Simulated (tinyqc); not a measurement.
Worked calculation: concentration-dependent dopant diffusion with charged defects and the built-in field. Computed by tinyqc, a small Python program that keeps every step. Command: `OMP_NUM_THREADS=1 python tinyqc.py 3014593 3014594 out.jsonl extrinsic walk`. One thread of a shared host (Intel(R) Xeon(R) Processor @ 2.30GHz), about 0.09 s of CPU time with the checks. Intermediate numbers are printed to about 6 digits and carried at full precision; extremes and crossings named in words are read from the listed rows.

A constant source C_s feeds a half space. The dopant moves through neutral point defects and through charged ones, whose number grows with the majority carrier density n.

Inputs (values chosen for the exercise, modelled on arsenic in silicon): neutral prefactor D0x = 0.00988 cm^2/s; neutral activation energy E0 = 3.43 eV; singly charged prefactor D01 = 31 cm^2/s; activation energy E1 = 4.15 eV; surface concentration C_s = 3.5e+19 1/cm^3; junction level C_B = 3e+16 1/cm^3; temperature T = 1000 C; time t = 480 s.

Field enhancement: on.

Constants: k_B = 8.617333262e-05 eV/K.

## Intrinsic density and partial diffusivities

n_i = 3.87e16 T^1.5 exp(-7014/T) per cm^3 (T in kelvin, an empirical form); each D = prefactor x exp(-E/(k_B T)); the intrinsic diffusivity D_i is their sum. Temperatures in kelvin are T(C) + 273.15.

n_i = 7.11915e+18 1/cm^3

partial diffusivities (cm^2/s): Dx 2.61255e-16, D1 1.15755e-15

intrinsic diffusivity D_i = 1.41881e-15 cm^2/s

## Diffusivity at the surface

n = C/2 + sqrt(C^2/4 + n_i^2); D(C) = h [Dx + D1 (n/n_i)], h = 1 + C/sqrt(C^2 + 4 n_i^2).

n/n_i = 5.11194

field factor h = 1.92629

surface diffusivity D_s = 1.19018e-14 cm^2/s

enhancement D_s/D_i = 8.38855

C_s is 4.92 times n_i: diffusion is extrinsic near the surface. At such a C_s dopants can cluster or exceed their solubility, which the model leaves out.

## Similarity solution

With y = x/sqrt(D_s t), u = C/C_s and q = -(D/D_s) du/dy: du/dy = -q D_s/D, dq/dy = -(y/2) q D_s/D, u(0) = 1. The surface flux q(0) is shot so that u tends to 0 (LSODA, an adaptive multistep solver, relative tolerance 1e-10). Dose Q = 2 q(0) C_s sqrt(D_s t). The junction lies where C = C_B.

surface flux q(0) = 0.453061

dose Q = 7.58020e+13 1/cm^2

junction in units of sqrt(D_s t) = 2.18601

junction depth x_j = 52.2491 nm

For a constant D, q(0) = 1/sqrt(pi) = 0.5642; for D proportional to C it tends to 0.444, with the front at y = 1.616. Caution: at such concentrations dopants can cluster or exceed their solubility; the active fraction and the diffusivity then fall below the model.

## Where the concentration falls to given levels

For comparison, erfc profiles with a constant D: x = 2 sqrt(D t) erfc^-1(C/C_s), with D = D_i and D = D_s.

Depth (nm):
```
C/C_s        D/D_s     full  erfc with D_i  erfc with D_s
8.00e-01  0.809100   9.6881         2.9567          8.564
5.00e-01  0.524889  21.9484         7.8718         22.799
2.00e-01  0.256741  33.0140        14.9566         43.319
1.00e-01  0.180868  37.2848        19.1966         55.599
3.00e-02  0.135961  42.1763        25.3265         73.353
1.00e-02  0.124619  45.6428        30.0618         87.068
1.00e-03  0.119743  51.8620        38.4028        111.226
1.00e-04  0.119263  57.3805        45.4060        131.509
```

The depth between C/C_s = 0.1 and 1e-4 spans 20.1 nm in the full profile, against 26.2 nm for D_i and 75.9 nm for D_s; the ratio of the depths at 1e-4 and at 0.5 is 2.61, against 5.77 for any erfc. The profile is box-like: fast diffusion in the heavily doped part feeds a front that moves slowly where D drops to D_i. Caution: at such a C_s dopants can cluster or exceed their solubility, which the model leaves out.

Checks made by the program: dose from the flux against the area under the profile (relative difference 5e-08).
